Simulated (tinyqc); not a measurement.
# On-chip interconnect, size-dependent resistivity and RC delay, step by step

Computed by the program tinyqc: `OMP_NUM_THREADS=1 python tinyqc.py 2100001 2100002 out.jsonl`, one thread of a shared Intel Xeon 2.30GHz, about 0.01 s for the whole run. Printed values are rounded.

A rectangular line between two neighbours and two ground planes. Surface and grain-boundary scattering are added to the bulk resistivity as corrections; capacitances are parallel-plate values without fringing; inductance is ignored.

Values chosen for this exercise; metal values close to those of copper: bulk resistivity rho0 = 1.69 uohm cm; bulk mean free path lam = 39.5 nm; specular share of surface scattering ps = 0.4; reflection coefficient of grain boundaries Rg = 0.33; grain size over the metal width gr = 2; drawn line width wd = 19 nm; aspect ratio, height over width AR = 1.4; liner on both walls and the bottom, not conducting tl = 2.7 nm; space to the neighbouring lines sp = 19 nm; dielectric height to the planes above and below hd = 28 nm; relative permittivity of the dielectric ek = 3; Miller factor of the neighbours Mf = 2; line length Lw = 390 um; driver resistance Rd = 7800 ohm; load capacitance Cl = 0.56 fF; time step dt = 440 ps.

Constants: eps0 = 8.8541878128e-12 F/m. Results are converted to the units shown.

Range of the model: The metal width is under the mean free path, where the thick-limit surface term and the simple sum of corrections lose accuracy.

## Resistivity, resistance and capacitance per length

Metal width x = wd - 2 tl, height y = AR wd - tl; grain boundaries (Mayadas-Shatzkes): al = (lam/(gr x)) Rg/(1 - Rg), g = 1/[1 - 3 al/2 + 3 al^2 - 3 al^3 ln(1 + 1/al)] - 1; surfaces (Fuchs-Sondheimer, thick limit): s = (3/8) lam (1 - ps)(1/x + 1/y); rho = rho0 (1 + g + s); r = rho/(x y); c = eps0 ek (2 wd/hd + 2 Mf AR wd/sp).

x = 13.6 nm
y = 23.9 nm
al = 0.7152656
g = 0.9932063
s = 1.025355
rho = 5.101368 uohm cm
r = 156.9458 ohm/um
c = 0.1847995 fF/um

rho is 3.02 times the bulk value; surfaces add more (1.03 against 0.993). The liner takes 35.7 % of the cross-section.

## Ladder and Elmore delays

4 equal pi sections: series Rs = r Lw/4; node capacitances c Lw/4, halved at nodes 0 and 4, with Cl added to node 4; Rd feeds node 0. Elmore delay of node k: the sum, over the resistors on the path to k, of resistance times all capacitance downstream of it.

Rs = 15302.22 ohm

```
node    C (fF)  Elmore delay (ps)
0     9.008978           566.5282
1     18.01796           1540.099
2     18.01796           2237.955
3     18.01796           2660.096
4     9.568978           2806.523
```

The far-end value equals Rd (c Lw + Cl) + r Lw (c Lw/2 + Cl) for any number of pi sections; the line resistance contributes 79.8 % of it.

## Step 1: node voltages after a time step

v at t = 0, node 0 to 4 (V): 0  0  0  0  0

A 1 V step is applied behind Rd at t = 0. C dv/dt = -G v + b, with G the conductance matrix of the ladder (1/Rs between neighbours, 1/Rd added at node 0) and b = (1 V/Rd, 0, ...). Trapezoidal step: (C/dt + G/2) v(new) = (C/dt - G/2) v + b.

v at t = 1 dt, node 0 to 4 (V): 1.209404  0.416235  0.144712  0.054550  0.032751

Node 0 overshoots the 1 V source: the trapezoidal rule rings on modes much faster than dt.

## Step 2: node voltages after a time step

As before.

v at t = 2 dt, node 0 to 4 (V): 0.5935050  0.6140781  0.3609522  0.1974686  0.1447340

## Course in time

A 1 V step is applied behind Rd at t = 0. C dv/dt = -G v + b, with G the conductance matrix of the ladder (1/Rs between neighbours, 1/Rd added at node 0) and b = (1 V/Rd, 0, ...). Trapezoidal step: (C/dt + G/2) v(new) = (C/dt - G/2) v + b. The last column solves the same ladder exactly by its modes.

Voltages (V):
```
t (ps)  node 0  node 2  node 4  node 4, exact
440.0    1.209  0.1447  0.0328         0.0344
880.0    0.594  0.3610  0.1447         0.1595
1320     1.050  0.4617  0.2953         0.2965
1760     0.787  0.5544  0.4186         0.4167
2200     0.994  0.6359  0.5181         0.5175
2640     0.881  0.6951  0.6028         0.6010
3080     0.978  0.7514  0.6713         0.6702
3520     0.931  0.7921  0.7286         0.7273
3960     0.977  0.8300  0.7757         0.7746
4400     0.958  0.8583  0.8147         0.8136
4840     0.981  0.8838  0.8469         0.8459
5280     0.974  0.9034  0.8735         0.8726
```

The far end of the ladder reaches 0.5 V at 2118 ps, 0.755 of its Elmore delay (ln 2 = 0.693 for a single pole); the slowest mode has a time constant of 2312 ps. The largest error of the trapezoidal steps at that node is 15 mV. Node 0 swings up and down from step to step: the trapezoidal rule does not damp modes much faster than dt, so these swings are numerical.
